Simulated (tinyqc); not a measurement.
Doping from resistivity.

Question. A uniform, uncompensated and fully ionised sample has rho = 1/(q N mu), mu = m1 + (m2 (T/300 K)^(-bt) - m1)/(1 + (N/Nr)^am). Find N, mu and the diffusion coefficient mu Vt.

Values chosen for this exercise: temperature T = 400 K; mobility limit at high doping m1 = 44 cm^2/(V s); mobility limit at low doping, at 300 K m2 = 489 cm^2/(V s); reference doping of the mobility law Nr = 2.17e17 cm^-3; exponent of the mobility law am = 0.7; temperature exponent of m2 bt = 1.8.

Constants: q = 1.602176634e-19 C, kB = 1.380649e-23 J/K, Vt = kB T/q. Results are converted to the units shown.

resistivity = 11.620349 ohm cm

Answer. With am below 1 the product N mu rises steadily with N, so one doping matches; it is found by iterating N = 1/(q rho mu(N)).

N = 1.90e15 cm^-3
mu = 283 cm^2/(V s)
diffusion coefficient = 9.74 cm^2/s

tinyqc, about 0.01 s, one thread, Intel Xeon 2.30GHz (shared host): `OMP_NUM_THREADS=1 python tinyqc.py 2110024 2110025 out.jsonl`
